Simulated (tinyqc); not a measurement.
Virtual-crystal alloy in the empirical-pseudopotential method, step by step. Values are carried at full precision from step to step, so a last printed digit may differ when a step is redone from the rounded ones.

Virtual crystal A(1-x)B(x): a = (1 - x) a_A + x a_B. Rule linear: V = (1 - x) V_A + x V_B. Rule volume: V = [(1 - x) a_A^3 V_A + x a_B^3 V_B]/a^3, since a form factor is an atomic potential divided by the cell volume.

Constants: hbar^2/2m0 = 3.80998211 eV angstrom^2; Ry = 13.60569312 eV.

Values chosen for the exercise (classic local form factors of the size used for GaP (A) and InP (B), which place X and L only to a few tenths of an eV; shifted at random, so the results belong to these values and not to a real crystal):
```
symbol  value                   unit      meaning
a       (5.442, 5.871)          angstrom  lattice constants of A, B
VSA     (-0.219, 0.029, 0.069)  Ry        symmetric form factors of A
VAA     (0.121, 0.069, 0.021)   Ry        antisymmetric form factors of A
VSB     (-0.228, 0.009, 0.061)  Ry        symmetric form factors of B
VAB     (0.071, 0.051, 0.01)    Ry        antisymmetric form factors of B
rule    linear                            mixing rule
x       0.39                              fraction of B
```

## The virtual crystal

Form a, the two weights and the form factors.

a = 5.6093 angstrom

weights of A and B: 0.61000  0.39000

VS at 3, 8, 11 (Ry): -0.22251  0.02120  0.06588

VA at 3, 4, 11 (Ry): 0.10150  0.06198  0.01671

## The six lowest plane waves at X

Empirical pseudopotential on the fcc lattice, atoms at +/- tau, tau = a (1,1,1)/8, no spin-orbit coupling. H(G,G') = c (2 pi/a)^2 |k + G|^2 delta + VS(q) cos(q.tau) + i VA(q) sin(q.tau), q = G - G', c = hbar^2/2m0; k and G in units of 2 pi/a; VS at |q|^2 = 3, 8, 11 and VA at 3, 4, 11, in rydberg, zero elsewhere. At each k the basis holds all G with |k + G|^2 up to 16; energies are counted from the fourth level at Gamma.

k = (1,0,0) with the small basis G = (0,0,0), (-2,0,0), (-1,1,1), (-1,-1,-1), (-1,1,-1), (-1,-1,1) in place of the full one.

H in this small basis (eV), lower triangle (Hermitian):
```
                  000           -200   -1+1+1  -1-1-1  -1+1-1  -1-1+1
000             4.780
-200          -0.843i          4.780
-1+1+1  -2.141+0.976i   2.141+0.976i    9.561
-1-1-1   2.141-0.976i  -2.141-0.976i   -0.288   9.561
-1+1-1  -2.141-0.976i  -2.141+0.976i  -0.843i  0.843i   9.561
-1-1+1  -2.141-0.976i  -2.141+0.976i  -0.843i  0.843i   0.288   9.561
```

## Levels in the small basis

Diagonalise; the gap between the fourth and fifth level is a first estimate of the direct gap at X.

levels (absolute scale of H) (eV): -0.533  4.817  9.272  9.272  12.343  12.633

gap = 3.070 eV

The full basis gives 4.365 eV for this gap.

## The lowest conduction band along Gamma-X and at L

Full basis at each k.

Levels (eV):
```
k           band 3  band 4  band 5  band 6
L           -0.863  -0.863   2.324   5.270
(0.00,0,0)   0.000   0.000   2.239   4.904
(0.20,0,0)  -0.328  -0.328   3.342   4.413
(0.40,0,0)  -0.995  -0.995   3.408   4.648
(0.60,0,0)  -1.636  -1.636   2.669   3.800
(0.70,0,0)  -1.872  -1.872   2.417   3.275
(0.80,0,0)  -2.044  -2.044   2.263   2.858
(0.85,0,0)  -2.103  -2.103   2.217   2.699
(0.90,0,0)  -2.147  -2.147   2.192   2.575
(1.00,0,0)  -2.183  -2.183   2.182   2.465
```

On these points band 5 is lowest at (1.00,0,0), 2.182 eV above the valence top: in this model the gap is indirect, by a margin of 57 meV.

## Checks

- Fifth band at (0.85,0,0) against the equivalent point (0,0,-0.85), on the absolute scale of H (eV): both 10.8068.

Computed by tinyqc, a small Python program: `OMP_NUM_THREADS=1 python tinyqc.py 1080329 1080330 out.jsonl` (the numbers bound the seed that draws the inputs); one thread of a shared host (Intel(R) Xeon(R) Processor @ 2.30GHz), about 0.2 s for the whole set of steps.
